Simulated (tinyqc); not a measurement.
Moving the second set by strain or alloying: electrons shared among three sets of ellipsoidal valleys.

F_j(eta) = (1/Gamma(j + 1)) integral_0^infinity x^j dx/(1 + exp(x - eta)), which tends to exp(eta) for eta << 0.

Sets Delta2, Delta4, L: N_i = M_i times N = 2 (m kB T/(4 pi c))^(3/2) with c = hbar^2/2m0, in 1/angstrom^3; times 1e24 for 1/cm^3, m = (ml mt^2)^(1/3); n = sum_i N_i F_1/2((EF - dE_i)/kT), energies from the edge of the first set; mu_drift = sum of share times mobility.

Constants: hbar^2/2m0 = 3.80998211 eV angstrom^2; kB = 8.617333262e-05 eV/K.

Values chosen for the exercise (masses and offsets near those of Si; mobilities are free inputs, held fixed; the results hold for these values, not for the real material): dE = (0, 0.044, 0.838) eV (edges of Delta2, Delta4, L above the first, the first two split by strain); M = (2, 4, 4) (valleys in each set); ml = (0.957, 0.957, 1.619) m0 (longitudinal masses of Delta2, Delta4, L); mt = (0.1982, 0.1982, 0.1253) m0 (transverse masses); mu = (1600, 1000, 440) cm^2/(V s) (mobility of each set, for current in the plane normal to the Delta2 axis); n = 2e+19 1/cm^3 (total electron density); T = 500 K.

The second entry of dE is replaced by the values listed; a negative value puts that set lowest.

Populations:
```
offset (eV)  EF (eV)  share Delta2  share Delta4  share L  mu_drift
-0.100       -0.1274        0.0535        0.9465   0.0000      1032
-0.050       -0.0825        0.1468        0.8532   0.0000      1088
0.000        -0.0445        0.3333        0.6667   0.0000      1200
0.025        -0.0292        0.4564        0.5436   0.0000      1274
0.050        -0.0167        0.5845        0.4155   0.0000      1351
0.100         0.0000        0.8012        0.1988   0.0000      1481
0.150         0.0079        0.9236        0.0764   0.0000      1554
0.200         0.0109        0.9741        0.0259   0.0000      1584
0.300         0.0122        0.9974        0.0026   0.0000      1598
```

The share of Delta2 goes from 0.053 to 0.997 and the mean mobility from 1032 to 1598 cm^2/(V s). Delta2 and Delta4 hold equal numbers between offset = 0.025 and 0.05 eV. The share of L is at most 8.2e-09. With Boltzmann statistics the first two sets are equal at kT ln(N_2/N_1) = 0.0299 eV.

Program tinyqc; command `OMP_NUM_THREADS=1 python tinyqc.py 1680566 1680567 out.jsonl`; about 0.01 s on one thread of a shared Intel(R) Xeon(R) Processor @ 2.30GHz.
